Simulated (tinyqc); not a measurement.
Inside a calculation: quasiparticle equation with a plasmon-pole self-energy for two band edges. Values are carried at full precision from step to step, so a last printed digit may differ when a step is redone from the rounded ones.

For each edge E = e + X + Sc(E), with the correlation part Sc(E) = A[0]/(E - a + w) + A[1]/(E - b - w); a and b are the valence and conduction energies that enter the Green function (a = ev, b = ec in the one-shot scheme). Z = 1/(1 - dSc/dE), dSc/dE = -A[0]/(E - a + w)^2 - A[1]/(E - b - w)^2.

Inputs chosen for the exercise (scales of the order of those of SiO2; not measured data): ev = 0 eV (mean-field valence top); ec = 5.79 eV (mean-field conduction edge); w = 20.2 eV (pole energy); Av = (48.5, 17.9) eV^2 (weights of the valence state on the hole and electron poles); Ac = (24.6, 47.2) eV^2 (the same for the conduction state); Xv = -3.61 eV (exchange minus the mean-field potential, valence); Xc = 3 eV (the same, conduction).

## Linearised one-shot correction

Evaluate Sc and its slope at the mean-field energy; E = e + Z (X + Sc).

Terms:
```
edge        Sc (eV)   dSc/dE       Z  X + Sc (eV)   E (eV)
valence      1.7123  -0.1454  0.8731      -1.8977  -1.6569
conduction  -1.3901  -0.1521  0.8680       1.6099   7.1874
```

gap = 8.8442 eV
gap with Z = 1 = 9.2976 eV

The gap opens by 3.054 eV, 54 % of it by lowering the valence top. Setting Z = 1 would overshoot by 0.453 eV.

## Solving the equation for the conduction edge

Newton steps on f(E) = E - ec - Xc - Sc(E) from E = ec; the first step is the linearised result.

Iterates:
```
step   E (eV)   Sc (eV)     f (eV)
0     5.79000  -1.39012  -1.609884
1     7.18736  -1.61206   0.009416
2     7.17928  -1.61072   0.000000
3     7.17928  -1.61072   0.000000
```

The linearisation errs by +8.1 meV, as the shift is only 0.069 of the pole energy.

## All solutions for the valence state

Multiplying out gives a cubic; give its three roots and their weights Z.

roots (eV): [-22.779, -1.644, 26.603]

weights: [0.1205, 0.8589, 0.0206]

The weights add up to 1. The satellite below lies 21.14 eV from the main peak, 5 % more than w: this scheme places plasmon satellites too far out, and gives one where a cumulant form gives a series.

## Updating the energies in the Green function

Solve both equations exactly, put the results in place of a and b, and repeat five times; w is kept.

Cycles (eV):
```
cycle       Ev      Ec     gap
1      -1.6440  7.1793  8.8233
2      -1.8033  7.2855  9.0888
3      -1.8181  7.2923  9.1104
4      -1.8195  7.2926  9.1121
5      -1.8197  7.2926  9.1123
```

The update moves the gap by +289 meV from the one-shot value; each cycle shrinks the change to about 0.08 of the one before.

## Checks

- Sum of the weights of the three roots: both 1.000000.
- Newton result against the root by bisection (eV): both 7.17928.

(tinyqc, `OMP_NUM_THREADS=1 python tinyqc.py 1880374 1880375 out.jsonl`, Intel(R) Xeon(R) Processor @ 2.30GHz, 1 thread, shared host, about 0.02 s.)
